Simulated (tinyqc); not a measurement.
# From one set of inputs to another, one input at a time

Model: elastic strain and critical thickness of a cubic alloy layer A(1-x)B(x) on a thick substrate. Computed by tinyqc, a small Python program. Command: `OMP_NUM_THREADS=1 python tinyqc.py 3013344 3013345 out.jsonl misfit ladder`. One thread of a shared host (Intel(R) Xeon(R) Processor @ 2.30GHz), about 0.01 s of CPU time with the checks.

Strain is positive in tension. The layer is coherent with the substrate unless said otherwise.

The inputs printed are set A. Inputs not listed in the table keep their values of set A, so the rows need not describe a real material.

Inputs (values chosen for the exercise, for a model alloy):

| quantity | value | unit |
|---|---|---|
| fraction x of B | 0.5 | - |
| lattice constant a_A | 5.869 | angstrom |
| lattice constant a_B | 6.058 | angstrom |
| substrate lattice constant a_S | 5.877 | angstrom |
| layer thickness h | 8.3 | nm |
| biaxial modulus of the substrate M_S | 99.4 | GPa |
| substrate thickness t_S | 525 | micrometre |
| wafer diameter W | 50 | mm |
| start of the iteration h0/b | 100 | - |

Growth plane: (001). Layer: buried under a thick cap. Misfit dislocation: 60-degree.

C11, C12, C44 of A (GPa): 109.6  51.15  44.07

C11, C12, C44 of B (GPa): 89.94  42.33  40.35

Method:
- a = (1 - x) a_A + x a_B, the same rule for each C_ij; misfit f = (a_S - a)/a, the in-plane strain of the coherent layer.
- (001): D = 2 C12/C11, M = C11 + C12 - 2 C12^2/C11. The free surface carries no normal stress, so e_perp = -D f; dV/V = 2 f + e_perp; stress = M f; energy per area = M f^2 h (1 GPa nm = 1 J/m^2).
- Voigt averages: G = (C11 - C12 + 3 C44)/5, B = (C11 + 2 C12)/3, nu = (3 B - 2 G)/(2 (3 B + G)); b = a/sqrt(2). The 60-degree dislocation has cos alpha = 1/2, and cos lambda = 1/2 on (001).
- Matthews-Blakeslee: h_c = A [ln(h_c/b) + 1], A = b (1 - nu cos^2 alpha)/(4 pi |f| (1 + nu) cos lambda), the factor 4 pi being that of a buried layer, with a dislocation at both interfaces.
- Start at h0, put the right side back in, and stop when the change is below 1e-9 h or h turns negative.
- Stoney: curvature = 6 |stress| h/(M_S t_S^2); radius = 1/curvature; bow = curvature W^2/8.

Each row keeps all changes above it:

| input moved | from | to | in-plane stress (GPa) | critical thickness h_c (Matthews-Blakeslee) (nm) | curvature (1/m) |
|---|---|---|---|---|---|
| set A | - | - | -1.490 | 15.79 | 0.00271 |
| substrate thickness t_S (micrometre) | 525 | 350 | -1.490 | 15.79 | 0.00609 |
| biaxial modulus of the substrate M_S (GPa) | 99.4 | 122 | -1.490 | 15.79 | 0.00496 |
| lattice constant a_B (angstrom) | 6.058 | 6.096 | -1.811 | 12.32 | 0.00604 |
| substrate lattice constant a_S (angstrom) | 5.877 | 5.653 | -5.657 | 2.51 | 0.01885 |
| lattice constant a_A (angstrom) | 5.869 | 5.653 | -3.873 | 4.33 | 0.01291 |
| fraction x of B | 0.5 | 0.23 | -1.917 | 11.73 | 0.00639 |
| layer thickness h (nm) | 8.3 | 54 | -1.917 | 11.73 | 0.04156 |

Which inputs carry the difference?

In-plane stress goes from -1.49 to -1.92, -0.427 in all. The largest single move comes from substrate lattice constant a_S (-3.85), and fraction x of B works against it (+1.96). Critical thickness h_c (Matthews-Blakeslee) goes from 15.8 to 11.7, a factor 0.743 in all. The largest single move comes from substrate lattice constant a_S (a factor 0.204), and fraction x of B works against it (a factor 2.71). Curvature goes from 0.00271 to 0.0416, a factor 15.3 in all. The largest single move comes from layer thickness h (a factor 6.51), and fraction x of B works against it (a factor 0.495). The single moves hold for this order of the switches; the total does not depend on the order.

Caution (rows substrate lattice constant a_S, lattice constant a_A): above about 2 % misfit, linear elasticity is rough and compressed layers tend to form islands before dislocations. Caution (rows substrate lattice constant a_S): a critical thickness of a few Burgers vectors is outside continuum elasticity and hangs on the core term. Caution (rows substrate lattice constant a_S, lattice constant a_A, layer thickness h): the curvature assumes a coherent layer, but h exceeds h_c.

Extremes, crossings and ranges named in words are read from the listed rows.
